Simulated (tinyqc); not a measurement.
Sp3 tight binding, zinc-blende lattice, step by step. Computed by tinyqc, a small Python program that keeps every step. Command: `OMP_NUM_THREADS=1 python tinyqc.py 28061 28062 out.jsonl` (the two numbers bound the seeds that draw the settings). One thread of a shared host (Intel(R) Xeon(R) Processor @ 2.60GHz), about 0.01 s of CPU time with the checks.

## Bloch Hamiltonian at k

Parameters chosen for this model: zinc-blende lattice, anion at 0, cation at a/4 (1,1,1); V = eta hbar^2 / (m d^2), hbar^2/m = 7.619964 eV angstrom^2:

| parameter | value | unit |
|---|---|---|
| a | 3.690000 | angstrom |
| d | 1.597817 | angstrom |
| Es anion | -13.050000 | eV |
| Ep anion | -6.680000 | eV |
| Es cation | -13.050000 | eV |
| Ep cation | -6.680000 | eV |
| eta ss | -1.400000 |  |
| eta sp | 1.840000 |  |
| eta pp sigma | 3.240000 |  |
| eta pp pi | -0.810000 |  |
| V ss | -4.178563 | eV |
| V sp | 5.491826 | eV |
| V pp sigma | 9.670389 | eV |
| V pp pi | -2.417597 | eV |

k point k (2 pi / a): -0.190000  -0.420000  0.350000

Slater-Koster rules over the four bonds with direction cosines (l, m, n): ss V_ss; s-px l V_sp; px-s -l V_sp; px-px l^2 V_pps + (1 - l^2) V_ppp; px-py l m (V_pps - V_ppp); each times exp(i k.d).

H(k) at k (eV), lower triangle (Hermitian):
```
                       a s                 a px                 a py                a pz
a s             -13.050000
a px              0.000000            -6.680000
a py              0.000000             0.000000            -6.680000
a pz              0.000000             0.000000             0.000000           -6.680000
c s   -10.762889-1.573887i  -3.882037-2.512471i  -1.539644-6.334909i  1.948872+5.004692i
c px    3.882037+2.512471i   4.151400+0.607071i  -2.476623-6.359953i  1.956577+8.050390i
c py    1.539644+6.334909i  -2.476623-6.359953i   4.151400+0.607071i  4.933285+3.192844i
c pz   -1.948872-5.004692i   1.956577+8.050390i   4.933285+3.192844i  4.151400+0.607071i

             c s       c px       c py       c pz
c s   -13.050000
c px    0.000000  -6.680000
c py    0.000000   0.000000  -6.680000
c pz    0.000000   0.000000   0.000000  -6.680000
```

## Levels at k

Diagonalise the Hermitian matrix.

eigenvalues (eV): -27.621087  -21.292355  -18.112624  -16.633051  1.763556  3.145168  4.350334  8.220059

weights |c|^2 of the basis functions:
```
        band 1    band 2    band 3    band 4    band 5    band 6    band 7    band 8
a s   0.408771  0.123201  0.018957  0.004487  0.354499  0.005822  0.014013  0.070251
a px  0.011303  0.169515  0.294154  0.002923  0.101066  0.018499  0.239610  0.162930
a py  0.045787  0.089475  0.055570  0.287612  0.027532  0.338615  0.028638  0.126770
a pz  0.034139  0.117809  0.131319  0.204978  0.016903  0.137064  0.217738  0.140049
c s   0.408771  0.123201  0.018957  0.004487  0.354499  0.005822  0.014013  0.070251
c px  0.011303  0.169515  0.294154  0.002923  0.101066  0.018499  0.239610  0.162930
c py  0.045787  0.089475  0.055570  0.287612  0.027532  0.338615  0.028638  0.126770
c pz  0.034139  0.117809  0.131319  0.204978  0.016903  0.137064  0.217738  0.140049
```

## Bloch Hamiltonian at L

k point L (2 pi / a): 0.500000  0.500000  0.500000

As before.

H(k) at L (eV), lower triangle (Hermitian):
```
                      a s                 a px                 a py                 a pz
a s            -13.050000
a px             0.000000            -6.680000
a py             0.000000             0.000000            -6.680000
a pz             0.000000             0.000000             0.000000            -6.680000
c s   -5.909380-5.909380i   4.484057+4.484057i   4.484057+4.484057i   4.484057+4.484057i
c px  -4.484057-4.484057i   2.279332+2.279332i  -5.698331-5.698331i  -5.698331-5.698331i
c py  -4.484057-4.484057i  -5.698331-5.698331i   2.279332+2.279332i  -5.698331-5.698331i
c pz  -4.484057-4.484057i  -5.698331-5.698331i  -5.698331-5.698331i   2.279332+2.279332i

             c s       c px       c py       c pz
c s   -13.050000
c px    0.000000  -6.680000
c py    0.000000   0.000000  -6.680000
c pz    0.000000   0.000000   0.000000  -6.680000
```

## Levels at L

As before.

eigenvalues (eV): -25.399917  -25.242322  -17.962120  -17.962120  1.133192  4.602120  4.602120  10.049048

## Bands along a path

The same steps at evenly spaced points between the labelled ones.

Bands along the path (eV):

| k | band 1 | band 2 | band 3 | band 4 | band 5 | band 6 | band 7 | band 8 |
|---|---|---|---|---|---|---|---|---|
| L | -25.399917 | -25.242322 | -17.962120 | -17.962120 | 1.133192 | 4.602120 | 4.602120 | 10.049048 |
| L-G 0.20 | -26.829089 | -23.335114 | -17.593312 | -17.593312 | 1.283798 | 4.233312 | 4.233312 | 9.420405 |
| L-G 0.40 | -28.019807 | -20.736865 | -16.562790 | -16.562790 | 1.635369 | 3.202790 | 3.202790 | 7.661304 |
| L-G 0.60 | -28.945479 | -17.626166 | -15.116797 | -15.116797 | 1.756797 | 1.756797 | 1.823970 | 5.287674 |
| L-G 0.80 | -29.551677 | -14.589192 | -13.733276 | -13.733276 | 0.373276 | 0.373276 | 0.842960 | 3.837910 |
| G | -29.764252 | -13.126926 | -13.126926 | -13.126926 | -0.233074 | -0.233074 | -0.233074 | 3.664252 |
| G-X 0.20 | -29.477168 | -14.579340 | -14.579340 | -13.737608 | -0.017639 | 1.219340 | 1.219340 | 3.772415 |
| G-X 0.40 | -28.618699 | -17.494380 | -17.494380 | -15.397556 | 0.582258 | 3.973997 | 4.134380 | 4.134380 |
| G-X 0.60 | -27.204448 | -20.258654 | -20.258654 | -17.728618 | 1.439465 | 4.033601 | 6.898654 | 6.898654 |
| G-X 0.80 | -25.280351 | -22.137396 | -22.137396 | -20.347117 | 2.377573 | 3.789895 | 8.777396 | 8.777396 |
| X | -22.941634 | -22.941634 | -22.797314 | -22.797314 | 3.211634 | 3.211634 | 9.437314 | 9.437314 |
| X-W 0.20 | -22.941634 | -22.941634 | -22.797314 | -22.797314 | 3.211634 | 3.211634 | 9.437314 | 9.437314 |
| X-W 0.40 | -22.941634 | -22.941634 | -22.797314 | -22.797314 | 3.211634 | 3.211634 | 9.437314 | 9.437314 |
| X-W 0.60 | -22.941634 | -22.941634 | -22.797314 | -22.797314 | 3.211634 | 3.211634 | 9.437314 | 9.437314 |
| X-W 0.80 | -22.941634 | -22.941634 | -22.797314 | -22.797314 | 3.211634 | 3.211634 | 9.437314 | 9.437314 |
| W | -22.941634 | -22.941634 | -22.797314 | -22.797314 | 3.211634 | 3.211634 | 9.437314 | 9.437314 |

With 4 band(s) filled, the highest filled level on these points lies at G and the lowest empty one at G: a gap of 12.8939 eV, direct.
